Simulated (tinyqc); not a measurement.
Debye-Callaway model of lattice thermal conductivity: one step, computed by the program tinyqc.

Three acoustic branches with one velocity v, cut at omega_D = k_B Theta/hbar; x = hbar omega/(k_B T). v and Theta are separate inputs: Theta cuts off the heat-carrying modes, so C need not reach 3 k_B/V. gamma is an effective value that sets the umklapp rate.

Task: The integrand on a coarse grid. Rates: point defects A omega^4; umklapp B omega^2 T exp(-Theta/(b T)) with B = hbar gamma^2/(M v^2 Theta); normal processes f_N B omega^2 T (T/Theta)^2. Boundaries: v/L. x runs in ten equal steps to min(Theta/T, 12); g = x^4 e^x/(e^x - 1)^2; tau_C is the inverse of all rates summed; the last column is c tau_C g with c = (k_B/(2 pi^2 v)) (k_B T/hbar)^3.

Inputs (values chosen for the exercise, for a model crystal): sound velocity v = 2800 m/s; Debye temperature Theta = 198 K; mean atomic mass M = 151 u; effective Grueneisen parameter gamma = 1.36; umklapp exponent divisor b = 2; Casimir length L = 60 micrometre; normal-process factor f_N = 2.1; temperature T = 400 K.

Sample: crystal. Point defects: vacancies. Normal processes: included.

Rayleigh coefficient A = 1.966345e-43 s^3

Constants: k_B = 1.380649e-23 J/K; hbar = 1.054571817e-34 J s; u = 1.6605390666e-27 kg.

Give: Integrand.

Result:

Integrand:
```
x            g  tau_C (s)  c tau_C g (W/(m K))
0.0495  0.0024  7.904e-11                6.947
0.0990  0.0098  1.977e-11                6.947
0.1485  0.0220  8.762e-12                6.919
0.1980  0.0391  4.906e-12                6.877
0.2475  0.0609  3.120e-12                6.822
0.2970  0.0876  2.151e-12                6.756
0.3465  0.1189  1.566e-12                6.678
0.3960  0.1548  1.187e-12                6.591
0.4455  0.1952  9.272e-13                6.494
0.4950  0.2401  7.416e-13                6.388
```

Among these rows the integrand is largest at x = 0.10.
